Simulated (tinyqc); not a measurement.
Correction of a charged-defect supercell by a model charge and potential alignment (plane-averaged potentials). Changing the edge of the cubic cell L. Computed by tinyqc, a small Python program. Command: `OMP_NUM_THREADS=1 python tinyqc.py 3113635 3113636 out.jsonl align sweep`. One thread of a shared host (Intel(R) Xeon(R) Processor @ 2.30GHz), about 0.02 s of CPU time with the checks.

The "true" defect charge is (1 - x) q in a Gaussian of width sigma plus x q in one of width sigma_t, so the exact answer is known; the correction sees only a single model Gaussian of width sigma_m. A Gaussian of width s has the transform rho(G) = exp(-G^2 s^2/2), normalised to 1. A uniform background cancels q, so G = 0 is left out. Potentials are those felt by a unit positive charge. E_0 is the formation energy of the isolated defect, E_cell its value in the supercell, E_lat = E_iso - E_per of the model charge, C the true less the model potential far from the defect; the exact correction is E_0 - E_cell, and the error of a scheme is E_cell plus its correction less E_0.

Inputs (values chosen for the exercise, with screening close to that of GaAs):
```
quantity                                     value      unit
defect charge q                                  2         e
dielectric constant eps                         13         -
width sigma of the true defect charge          1.9  angstrom
width sigma_m of the model charge              1.3  angstrom
share x of the charge in a wide tail          0.27         -
width sigma_t of the tail                      3.5  angstrom
formation energy of the isolated defect E_0   4.69        eV
```

Constants: e^2/(4 pi eps_0) = 14.39964548 eV angstrom.

Method:
- Periodic energy E_per = (2 pi q^2/(eps L^3)) (e^2/(4 pi eps_0)) sum_(G != 0) rho(G)^2/G^2, G = (2 pi/L)(n1, n2, n3), |n_i| <= 16. Isolated energy: two Gaussians of charges q_a, q_b and widths a, b interact by q_a q_b (e^2/(4 pi eps_0 eps)) sqrt(2/pi)/sqrt(a^2 + b^2), and the self-energy is half the sum over pairs.
- Supercell value E_cell = E_0 + E_per - E_iso for the true charge.
- E_lat = E_iso - E_per for the model charge; point-charge value alpha q^2 e^2/(4 pi eps_0 eps 2 L) with alpha = 2.837297.
- Plane-averaged potential at distance z from the defect: V(z) = (4 pi q/(eps L^3)) (e^2/(4 pi eps_0 e)) sum_(m != 0) rho(G_m) cos(G_m z)/G_m^2, G_m = 2 pi m/L, |m| <= 40.
- C = difference at z = L/2; E_corr = E_cell + E_lat - q C. For charges that have died out at L/2, C = (2 pi q/(eps L^3)) (e^2/(4 pi eps_0 e)) (<s^2> - sigma_m^2), <s^2> = (1 - x) sigma^2 + x sigma_t^2.

One run for each value; columns: (1) edge of the cubic cell L (angstrom); (2) exact correction (eV); (3) error with the point-charge term alone (meV); (4) alignment C (V); (5) error with alignment (rounded to 1e-4 meV) (meV):
```
(1)      (2)    (3)      (4)        (5)
16.1  0.3509  39.56  0.01344  1.402e+00
18.1  0.3194  27.88  0.00974  4.769e-01
20.1  0.2923  20.37  0.00721  1.532e-01
22.2  0.2680  15.12  0.00539  4.360e-02
24.2  0.2481  11.67  0.00417  1.240e-02
26.2  0.2307   9.20  0.00329  3.300e-03
28.2  0.2155   7.38  0.00264  8.000e-04
```

Over the rows, exact correction (eV) falls from 0.351 to 0.216 (exponent d ln y / d ln x -0.80 between the first rows and -0.93 between the last); error with the point-charge term alone (meV) falls from 39.6 to 7.38 (exponent d ln y / d ln x about -3.0 throughout); alignment C (V) falls from 0.0134 to 0.00264 (exponent d ln y / d ln x -2.8 between the first rows and -3.0 between the last). The exponent of error with the point-charge term alone stays between -3.00 and -2.99, near -3: the next term after the point charge. At the high end the exponent of alignment C is -3.00, close to -3: a second moment over the volume.  Left out: 14.1 (the charge overlaps its images).
